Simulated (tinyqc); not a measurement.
Frequency dispersion of an accumulation capacitance by border traps, distributed model: one step of the calculation.

Traps spread evenly through the insulator exchange electrons with the semiconductor by tunnelling, with tau(x) = t0 exp(2 ka x) at depth x from the interface. The admittance per area Y seen at depth x obeys dY/dx = -Y^2/(i w eps0 eox) + q Nb ln(1 + i w tau)/tau, with Y(0) = i w Cs and w = 2 pi f; the gate sees Y(tox) = G + i w C. Working variable y = Y/(i w), in uF/cm^2. Cox = eps0 eox/tox.

Problem. Capacitance and conductance at the gate. Beyond xe the traps are ignored, so 1/y(tox) = 1/y(xe) + (tox - xe)/(eps0 eox); C = Re y, G/w = -Im y, loss tangent G/(w C).

Inputs (values chosen for the exercise); permittivity close to that of aluminium oxide: relative permittivity of the insulator eox = 8.51; insulator thickness tox = 7.3 nm; depth down to which the steps are taken xe = 1.6 nm.

Constants: eps0 = 8.8541878128e-14 F/cm where lengths are in cm. Results are converted to the units shown.

y at xe = 2.7693001-0.1125808i uF/cm^2

Find: y at the gate; C; G/w; loss tangent.

Solution.

y at the gate = 0.89511-0.01174i uF/cm^2
C = 0.89511 uF/cm^2
G/w = 0.011745 uF/cm^2
loss tangent = 0.013121

Program tinyqc, `OMP_NUM_THREADS=1 python tinyqc.py 2202215 2202216 out.jsonl`; Intel Xeon 2.30GHz, shared host, one thread, about 0.5 s.
